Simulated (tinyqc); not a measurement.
Carrier lifetime of an n-type layer with SRH, radiative, Auger and surface recombination: two steps of the calculation.

Uniform excess density dn = dp (no trapping), n = n0 + dn, p = p0 + dn, Boltzmann statistics, full ionisation. Surfaces enter as a rate 2 S dn/d, which holds while diffusion to them is fast.

Values chosen for this exercise; band and dielectric values close to those of silicon:

| symbol | value | unit | meaning |
|---|---|---|---|
| T | 300 | K | temperature |
| Eg | 1.1 | eV | band gap |
| Nc | 2.85e19 | cm^-3 | conduction-band density of states at T |
| Nv | 2.62e19 | cm^-3 | valence-band density of states at T |
| B | 4.73e-15 | cm^3/s | radiative coefficient |
| N | 1.3e15 | cm^-3 | donor density |
| Cn | 4.5e-31 | cm^6/s | Auger coefficient (two electrons) |
| Cp | 1.8e-31 | cm^6/s | Auger coefficient (two holes) |
| Nt | 2.5e10 | cm^-3 | trap density |
| sn | 1e-15 | cm^2 | capture cross-section for electrons |
| sp | 3e-17 | cm^2 | capture cross-section for holes |
| vth | 2.1e7 | cm/s | thermal velocity (both carriers) |
| Et | 0.76 | eV | trap level below the conduction band |
| S | 1000 | cm/s | surface recombination velocity (both faces) |
| d | 300 | um | sample thickness |

Constants: q = 1.602176634e-19 C, kB = 1.380649e-23 J/K, Vt = kB T/q. Results are converted to the units shown.

Task 1. Equilibrium densities and SRH constants. ni = sqrt(Nc Nv) exp(-Eg/(2 Vt)), Eg in volts; majority density N/2 + sqrt(N^2/4 + ni^2), n0 p0 = ni^2; n1 = Nc exp(-Et/Vt), p1 = Nv exp((Et - Eg)/Vt); tn0 = 1/(sn vth Nt), tp0 = 1/(sp vth Nt).

Wanted: ni; n0; p0; n1; p1; tn0; tp0.

Result 1.

ni = 1.5739e10 cm^-3
n0 = 1.3000e15 cm^-3
p0 = 1.9055e5 cm^-3
n1 = 4.8686e6 cm^-3
p1 = 5.0881e13 cm^-3
tn0 = 0.0019048 s
tp0 = 0.063492 s

Task 2. Lifetime, shares and quasi-Fermi splitting. With e = n p - ni^2 = dn (n0 + p0 + dn): U_SRH = e/(tp0 (n + n1) + tn0 (p + p1)), U_rad = B e, U_Aug = (Cn n + Cp p) e, U_s = 2 S dn/d. tau = dn/U, shares of U, splitting Vt ln(n p/ni^2), radiative efficiency U_rad/U.

converged dn = 3.1488406e14 cm^-3
ni = 1.5739094e10 cm^-3
n0 = 1.3000000e15 cm^-3
p0 = 1.9055314e5 cm^-3
n1 = 4.8686302e6 cm^-3
p1 = 5.0880654e13 cm^-3
tn0 = 0.0019047619 s
tp0 = 0.063492063 s

Give: tau; shares; quasi-Fermi splitting.

Result 2.

tau = 1.4994e-5 s
shares (%): SRH 0.023, radiative 0.011, Auger 0.002, surface 99.963
quasi-Fermi splitting = 0.55433 V

Surface recombination takes the largest share. dn is 0.24 times the doping: intermediate injection.

Range of the model: S d exceeds 2.5 cm^2/s, comparable with a diffusion coefficient, so 2 S/d overstates the surface loss.

Computed by the program tinyqc: `OMP_NUM_THREADS=1 python tinyqc.py 2300054 2300055 out.jsonl`, one thread of a shared Intel Xeon 2.30GHz, about 0.01 s for the whole run.
